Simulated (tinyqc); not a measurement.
Concentration-dependent dopant diffusion with charged defects and the built-in field. Changing the surface concentration C_s. Computed by tinyqc, a small Python program. Command: `OMP_NUM_THREADS=1 python tinyqc.py 3000551 3000552 out.jsonl extrinsic sweep`. One thread of a shared host (Intel(R) Xeon(R) Processor @ 2.30GHz), about 0.8 s of CPU time with the checks.

A constant source C_s feeds a half space. The dopant moves through neutral point defects and through charged ones, whose number grows with the majority carrier density n.

Inputs (values chosen for the exercise, modelled on antimony in silicon):
```
quantity,value,unit
neutral prefactor D0x,0.234,cm^2/s
neutral activation energy E0,3.65,eV
singly charged prefactor D01,14.6,cm^2/s
activation energy E1,4.09,eV
junction level C_B,1.1e+16,1/cm^3
temperature T,1025,C
time t,74,s
```

Field enhancement: off.

Constants: k_B = 8.617333262e-05 eV/K.

Method:
- n_i = 3.87e16 T^1.5 exp(-7014/T) per cm^3 (T in kelvin, an empirical form); each D = prefactor x exp(-E/(k_B T)); the intrinsic diffusivity D_i is their sum.
- Temperatures in kelvin are T(C) + 273.15.
- n = C/2 + sqrt(C^2/4 + n_i^2); D(C) = h [Dx + D1 (n/n_i)], h = 1.
- With y = x/sqrt(D_s t), u = C/C_s and q = -(D/D_s) du/dy: du/dy = -q D_s/D, dq/dy = -(y/2) q D_s/D, u(0) = 1. The surface flux q(0) is shot so that u tends to 0 (LSODA, an adaptive multistep solver, relative tolerance 1e-10). Dose Q = 2 q(0) C_s sqrt(D_s t).
- The junction lies where C = C_B.

One run for each value:
```
surface concentration C_s (1/cm^3),enhancement D_s/D_i,junction depth x_j (nm),dose Q (1/cm^2),junction in units of sqrt(D_s t)
5.00e+17,1.017,16.550,2.8918e+11,3.2189
1.50e+18,1.053,19.432,8.7712e+11,3.7147
4.60e+18,1.177,22.185,2.7864e+12,4.0118
1.40e+19,1.647,25.097,9.4768e+12,3.8357
4.30e+19,3.452,29.195,3.8709e+13,3.0823
1.30e+20,9.255,36.544,1.8292e+14,2.3563
4.00e+20,27.448,51.478,9.5436e+14,1.9274
```

What does the table show, and why?

Over the rows, enhancement D_s/D_i rises from 1.02 to 27.4 (exponent d ln y / d ln x 0.031 between the first rows and 0.97 between the last); junction depth x_j (nm) rises from 16.5 to 51.5 (exponent d ln y / d ln x 0.15 between the first rows and 0.30 between the last); dose Q (1/cm^2) rises from 2.89e11 to 9.54e14 (exponent d ln y / d ln x 1.0 between the first rows and 1.5 between the last). At the high end the exponent of enhancement D_s/D_i is 0.97, close to 1: singly charged defects follow n. At the low end the exponent of enhancement D_s/D_i is 0.03, close to 0: the intrinsic regime. At the low end the exponent of dose Q is 1.01, close to 1: the intrinsic, linear regime. At the high end the exponent of dose Q is 1.47, close to 1.5: D proportional to C: Q scales as C_s sqrt(C_s). In units of sqrt(D_s t), D_s = D(C_s), the junction is deepest, 4.01, at C_s = 4.6e18 among these rows and ends at 1.93: a larger C_s/C_B pushes it out along the tail, while the tail diffuses with D_i, ever further below D_s.

Caution (rows 1.40e19, 4.30e19, 1.30e20, 4.00e20): the built-in field is switched off although C_s exceeds n_i; with it D_s would be larger by the factor 1 + C_s/sqrt(C_s^2 + 4 n_i^2). Caution (rows 4.30e19, 1.30e20, 4.00e20): at such concentrations dopants can cluster or exceed their solubility; the active fraction and the diffusivity then fall below the model.
